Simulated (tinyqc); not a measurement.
What moves the results: donor level screened by free carriers (Yukawa potential). A value that a table varies takes the place of the one given here.

Potential -(q/(eps r)) exp(-ks r), q = e^2/(4 pi eps0). In units Ry* = Ry m/eps^2 and a* = a0 eps/m the problem is [-Laplacian - 2 exp(-x r)/r] psi = E psi with x = ks a*.

Converged values use 18 functions exp(-z r), z = 1.55^i, i = -11 to 6: S = 2/A^3, H = z_i z_j S - 2/(A + x)^2, A = z_i + z_j.

Screening wave number: Debye ks^2 = 4 pi q n/(eps kB T); Thomas-Fermi ks^2 = 6 pi q n/(eps EF) with EF = c (3 pi^2 n/gv)^(2/3)/m, c = hbar^2/2m0; the two are joined by 1/ks^2 = sqrt(1/ks_D^4 + 1/ks_TF^4). 1e18/cm^3 = 1e-6/angstrom^3, q = e^2/(4 pi eps0).

Constants: e^2/(4 pi eps0) = 14.39964547 eV angstrom; kB = 8.617333262e-05 eV/K; hbar^2/2m0 = 3.80998211 eV angstrom^2; Ry = 13.60569312 eV; a0 (Bohr radius) = 0.5291772105 angstrom.

Inputs chosen for the exercise (near those of a donor in InP, with one mean mass; shifted at random, so the results belong to these values and not to a real crystal):
```
symbol  value                                                unit         meaning
xs      (0.02, 0.13, 0.34, 0.5, 0.64, 0.87, 1.07)                         values of x
m       0.078                                                m0           mass
eps     12.2                                                              dielectric constant
gv      1                                                                 valleys
T       77                                                   K            temperature
nl      (0.00045, 0.0015, 0.0045, 0.015, 0.045, 0.15, 0.45)  x 1e18/cm^3  densities
n       0.015                                                x 1e18/cm^3  free-carrier density
```

## Towards the loss of the bound state

First order (-1 + 2x), one-parameter (minimum of z^2 - 8 z^3/(2z + x)^2) and converged 1s energies in Ry*, and the mean radius in a*; a dash marks an unbound result.

Results:
```
x     first order  trial function  converged   <r>
0.02      -0.9600         -0.9606    -0.9606  1.50
0.13      -0.7400         -0.7634    -0.7635  1.52
0.34      -0.3200         -0.4647    -0.4656  1.64
0.50            -         -0.2930    -0.2962  1.81
0.64            -         -0.1763    -0.1830  2.05
0.87            -         -0.0441    -0.0595  2.93
1.07            -               -    -0.0081  6.42
```

First order loses the state at x = 0.5, the trial function reaches zero energy at x = 1.00, and the exact limit is 1.19. The radius starts at 1.5 a*, grows slowly at first (1.64 at x = 0.34), then steadily, and swells towards the end (6.4 at 1.07), where a single exponential fails: the binding vanishes as the square of the distance from 1.19.

## Binding against carrier density

Ry* = 7.1301 meV
a* = 82.769 angstrom

x from the joined ks; converged 1s binding (dash: x above 1.17, at or past the limit 1.19 where the state unbinds).

Results:
```
n (1e18/cm^3)  EF/kB T  1/ks (angstrom)      x  binding (meV)  n^(1/3) a*
0.00045           0.04            997.3  0.083           6.02       0.063
0.0015            0.09            546.6  0.151           5.20       0.095
0.0045            0.19            316.6  0.261           4.04       0.137
0.015             0.43            176.1  0.470           2.31       0.204
0.045             0.89            107.5  0.770           0.74       0.294
0.15              1.99             70.4  1.176              -       0.440
0.45              4.14             54.0  1.533              -       0.634
```

The binding falls from 6.0 to 0.7 meV (bare value 7.1); it passes half the bare value between 0.0045 and 0.015 x 1e18/cm^3. The level is unbound, or bound by less than 0.001 Ry*, from 0.15 x 1e18/cm^3 on; as the density rises, it is lost by the time n^(1/3) a* reaches 0.44. x grows with exponent 0.50 in n at the start and 0.24 at the end (1/2 for Debye, 1/6 for Thomas-Fermi screening). The level survives to n^(1/3) a* = 0.29, past the 0.26 of the Mott rule, which corresponds to x = 1 for one valley with degenerate screening; here the level lasts until x = 1.19, the screening is at most the degenerate value, and overlap of donors is left out.

## What each parameter does

Ry* = Ry m/eps^2, a* = a0 eps/m, x = ks a* with the joined ks; converged binding. Each row changes one parameter from the base and keeps the others.

Results:
```
case                    1/ks (angstrom)      x  binding in Ry*  binding (meV)
base                              176.1  0.470           0.325           2.31
n = 0.0225 x 1e18/cm^3            145.7  0.568           0.237           1.69
T = 137 K                         231.8  0.357           0.445           3.18
m = 0.087 m0                      175.5  0.423           0.372           2.96
eps = 11.2                        168.7  0.450           0.344           2.91
gv = 2                            174.1  0.475           0.319           2.28
```

The largest shifts from the base row, up to three for each result and ties (the steps differ in size, so this ranks the rows, not the parameters). 1/ks (angstrom): T +55.7, n -30.4, eps -7.4. x: T -0.113, n +0.098, m -0.047. binding in Ry*: T +0.121, n -0.087, m +0.048. binding (meV): T +0.86, m +0.65, n -0.62.

(tinyqc, `OMP_NUM_THREADS=1 python tinyqc.py 1251981 1251982 out.jsonl`, Intel(R) Xeon(R) Processor @ 2.30GHz, 1 thread, shared host, about 0.01 s.)
